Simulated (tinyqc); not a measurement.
Binding against position: donor or exciton in a quantum well (variational effective-mass method). Computed by tinyqc, a small Python program. Command: `OMP_NUM_THREADS=1 python tinyqc.py 3018862 3018863 out.jsonl welldonor walk`. One thread of a shared host (Intel(R) Xeon(R) Processor @ 2.30GHz), about 0.04 s of CPU time with the checks.

H = -nabla^2 - 2/|r - r_i| + V(z) in effective units; trial function psi = f(z) exp(-|r - r_i|/lambda), f the ground state of the well. Mass and screening are the same in well and barrier; l = L/a* is the width in effective units. Bands are flat: no polarisation or applied field.

Inputs (values chosen for the exercise, modelled on ZnO): electron mass m = 0.273 m_0; dielectric constant eps = 8.48; well width L = 1.5 nm.

Centre: donor. Barriers: infinite.

Constants: Ry = 13.605693123 eV; a_0 = 0.529177210903 angstrom.

Method:
- Ry* = Ry m/eps^2, a* = a_0 eps/m; l = L/a*.
- k = pi/l; f = cos(k z) inside and zero outside; subband energy k^2 Ry*.
- Binding E_b(lambda) = -1/lambda^2 + 4 A/(lambda B), with A = int f^2 exp(-2 s/lambda) dz, B = int f^2 exp(-2 s/lambda)(1 + 2 s/lambda) dz and s = |z - z_i|; 40 Gauss-Legendre points on each piece between the walls at z = -l/2 and l/2 and z_i.
- Each row maximises over lambda (golden section, 0.3 to 4).

l = 0.912551

Ry* = 51.6525 meV

Against position:

| z_i/L | lambda (a*) | binding (Ry*) | binding (meV) |
|---|---|---|---|
| 0.0 | 0.7943 | 2.3189 | 119.78 |
| 0.1 | 0.8136 | 2.2355 | 115.47 |
| 0.2 | 0.8758 | 2.0151 | 104.09 |
| 0.3 | 0.9857 | 1.7364 | 89.69 |
| 0.4 | 1.1294 | 1.4816 | 76.53 |
| 0.5 | 1.2757 | 1.2871 | 66.48 |

From the centre to the wall the binding falls from 119.779 to 66.483 meV, 56 % of the centre value, since the walls keep the electron away from an off-centre ion; uniform doping thus gives a band of levels 53.296 meV wide, with a peak in its density at the centre value, where the slope vanishes. Caution: so narrow a well has large confinement energy, where non-parabolicity and barrier penetration matter.

Extremes, crossings and ranges named in words are read from the listed rows.
